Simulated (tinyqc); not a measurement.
## Channel mobility from two channel lengths

Inverse problem. Two power MOSFETs differ only in channel length: R_on = R_rest + Lc (Wp + a)/(2 mch Cox Vov), Cox = 3.9 eps0/tox. Find mch and R_rest.

Values chosen for this exercise:
```
symbol  value  unit                                             meaning
tox        58    nm                    gate oxide thickness (eps_r 3.9)
Vov         4     V                                      gate overdrive
Wp        3.6    um  width of the p body in one cell, channels included
a         1.7    um                   gap between neighbouring p bodies
```

Constants: eps0 = 8.8541878128e-14 F/cm where lengths are in cm. Results are converted to the units shown.

R_on at Lc = 0.32 and 1.4 um (mohm cm^2): [2.8173783, 6.2510301]

Answer. R_on is a straight line in Lc; its slope gives mch and its intercept the rest.

mch = 35.0 cm^2/(V s)
R_rest = 1.80 mohm cm^2

Numbers from tinyqc (`OMP_NUM_THREADS=1 python tinyqc.py 2230016 2230017 out.jsonl`; about 0.01 s on one thread of a shared Intel Xeon 2.30GHz).
